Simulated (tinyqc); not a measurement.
Which input was changed? Model: four-point probe, van der Pauw, Hall and spreading-resistance readings of a semiconductor layer. Computed by tinyqc, a small Python program. Command: `OMP_NUM_THREADS=1 python tinyqc.py 3112591 3112592 out.jsonl probe which`. One thread of a shared host (Intel(R) Xeon(R) Processor @ 2.30GHz), about 0.04 s of CPU time with the checks.

The layer is uniform and ohmic; contacts are points unless a radius is given.

Inputs (values chosen for the exercise, modelled on n-type silicon):

| quantity | value | unit |
|---|---|---|
| carrier density n | 3.3e+18 | 1/cm^3 |
| drift mobility mu | 166 | cm^2/(V s) |
| layer thickness t | 51 | micrometre |
| probe spacing s | 0.635 | mm |
| current I | 0.6 | mA |
| magnetic field B | 0.27 | T |
| Hall factor r_H | 1.1 | - |

Backing of the layer: insulating.

Constants: e = 1.602176634e-19 C.

Method:
- rho = 1/(e n mu); R_s = rho/t.
- Collinear probes with equal spacing on a layer with insulating backing: images at depth 2 m t give V = (rho I/(2 pi s)) G, G = 1 + 4 sum_(m>=1) [1/sqrt(1 + (2 m u)^2) - 1/sqrt(4 + (2 m u)^2)], u = t/s; the sum runs to m = 20000, with the tail 3/(32 u^3 M^2) added to the sum for M = 20000.
- Limits: thick, rho = 2 pi s V/I; thin on an insulator, rho = (pi/ln 2) t V/I.
- V_H = r_H I B/(e n t); apparent density n/r_H; Hall mobility r_H mu; Hall angle tan = r_H mu B (SI).

Task: One of these inputs alone was changed, within the range given: carrier density n (1.65e+18 to 6.6e+18); drift mobility mu (83 to 332); probe spacing s (0.3175 to 1.27); magnetic field B (0.135 to 0.54). Which one, and to what value?

Results:

| run | Hall voltage (mV) | sheet resistance R_s (ohm/square) | rho by the thick formula (ohm cm) |
|---|---|---|---|
| before | 0.006608657 | 2.234073 | 0.1966648 |
| after | 0.005091113 | 2.234073 | 0.1966648 |

Result:

Each candidate set to reproduce Hall voltage, and what it then gives:

| candidate | range searched | value needed | sheet resistance R_s (ohm/square) | rho by the thick formula (ohm cm) |
|---|---|---|---|---|
| carrier density n (1/cm^3) | 1.65e+18 to 6.6e+18 | 4.284e18 | 1.7211 | 0.15150 |
| drift mobility mu (cm^2/(V s)) | 83 to 332 | no effect | - | - |
| probe spacing s (mm) | 0.3175 to 1.27 | no effect | - | - |
| magnetic field B (T) | 0.135 to 0.54 | 0.2080 | 2.2341 | 0.19666 |

Only magnetic field B fits every result: it went from 0.27 to 0.208 T. The next best candidate, carrier density n, misses one result by 23 %.
